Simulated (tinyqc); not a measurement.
# Stress and current directions compared

A cubic crystal with three pairs of conduction valleys along x, y and z; non-degenerate electrons, one relaxation time, masses unchanged. Stress s_ij = X a_i a_j with a the unit vector along the stress; strain e_ii = s11 s_ii + s12 (s_jj + s_kk), e_ij = s44 s_ij/2. Valley shift dE = Xu (n.e.n - trace(e)/3) with n the valley axis; share f proportional to exp(-dE/Vt). Inverse mass along the current d: (n.d)^2/ml + (1 - (n.d)^2)/mt; mu/mu0 = sum f (1/m) over the plain mean of 1/m. Rows: direction of the stress, of size |X|; columns: direction of the current and sign.

Values chosen for this exercise; values close to those of silicon:
- T = 400 K (temperature)
- s11 = 7.6 1/TPa (compliance)
- s12 = -2.14 1/TPa (compliance)
- s44 = 12.7 1/TPa (compliance)
- Xu = 9.33 eV (shear deformation potential)
- ml = 0.919 m0 (longitudinal mass)
- mt = 0.192 m0 (transverse mass)
- X = -130 MPa (uniaxial stress (tension positive))

Constants: q = 1.602176634e-19 C, kB = 1.380649e-23 J/K, Vt = kB T/q. Results are converted to the units shown.

mu/mu0:

|  | I [100], tension | I [100], compression | I [110], tension | I [110], compression |
|---|---|---|---|---|
| [100] | 1.0767 | 0.91411 | 1.0192 | 0.97853 |
| [110] | 1.0210 | 0.98016 | 1.0210 | 0.98016 |
| [001] | 0.96165 | 1.0429 | 0.96165 | 1.0429 |
| [111] | 1.0000 | 1.0000 | 1.0000 | 1.0000 |

What does the table show?

The largest gain, 1.08, is for stress along [100], tension, current along [100]; the largest loss, 0.914, for [100], compression, current along [100]. Entries equal to one are cases in which the valleys are not split or have equal mass along the current.

Computed by the program tinyqc: `OMP_NUM_THREADS=1 python tinyqc.py 2530079 2530080 out.jsonl`, one thread of a shared Intel Xeon 2.30GHz, about 0.01 s for the whole run.
